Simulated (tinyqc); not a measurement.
Lossy interposer transmission line with skin effect: one step of the calculation.

A uniform line in a homogeneous dielectric: c = sqrt(er)/(c0 Z0), l = Z0 sqrt(er)/c0 (c0 = 299792458 m/s), g = w c td, w = 2 pi f. The resistance joins its limits as r = sqrt(r_dc^2 + r_hf^2), with r_dc = rho/(wd th), r_hf = kr rho/(2 delta (wd + th)), delta = sqrt(rho/(pi f mu0)), mu0 = 4 pi 1e-7 H/m; this is an interpolation, and internal inductance, up to 0.05 nH/mm at low frequency, is neglected.

Task. Propagation constant and impedance. gamma = sqrt((r + i w l)(g + i w c)) = alpha + i beta, Zc = sqrt((r + i w l)/(g + i w c)), roots with positive real part; loss 8.685889638 alpha in dB; phase velocity w/beta.

Inputs (values chosen for the exercise):
```
symbol,value,unit,meaning
len,14,mm,length
f,5.3,GHz,frequency
```

r = 3.9953544 ohm/mm
l = 0.32936815 nH/mm
c = 131.74726 pF/m
g = 0.043873000 S/m

Give: gamma len; Zc; loss; phase velocity over c0; r/(w l).

Result.

gamma len = 0.566+3.117i
Zc = 50.84-8.71i ohm
loss = 0.3513 dB/mm
phase velocity over c0 = 0.4989
r/(w l) = 0.3643

Program tinyqc, `OMP_NUM_THREADS=1 python tinyqc.py 2810109 2810110 out.jsonl`; Intel Xeon 2.30GHz, shared host, one thread, about 0.01 s.
